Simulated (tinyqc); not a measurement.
Extended Hueckel theory, for H4, step by step. One step of it, computed by the program tinyqc.

Question. Wolfsberg-Helmholz matrix. H_ij = K' S_ij (H_ii + H_jj)/2 for i != j (the diagonal keeps H_ii), with K' = 1.75.

overlap S, lower triangle:
```
,1H 1s,2H 1s,3H 1s,4H 1s
1H 1s,1.000000
2H 1s,0.499107,1.000000
3H 1s,0.100147,0.431539,1.000000
4H 1s,0.017854,0.100147,0.499107,1.000000
```

diagonal H_ii (eV): 1H 1s -13.600000, 2H 1s -13.600000, 3H 1s -13.600000, 4H 1s -13.600000

K = 1.750000

Give: H.

Answer.

H (eV), lower triangle:
```
,1H 1s,2H 1s,3H 1s,4H 1s
1H 1s,-13.600
2H 1s,-11.879,-13.600
3H 1s,-2.384,-10.271,-13.600
4H 1s,-0.425,-2.384,-11.879,-13.600
```
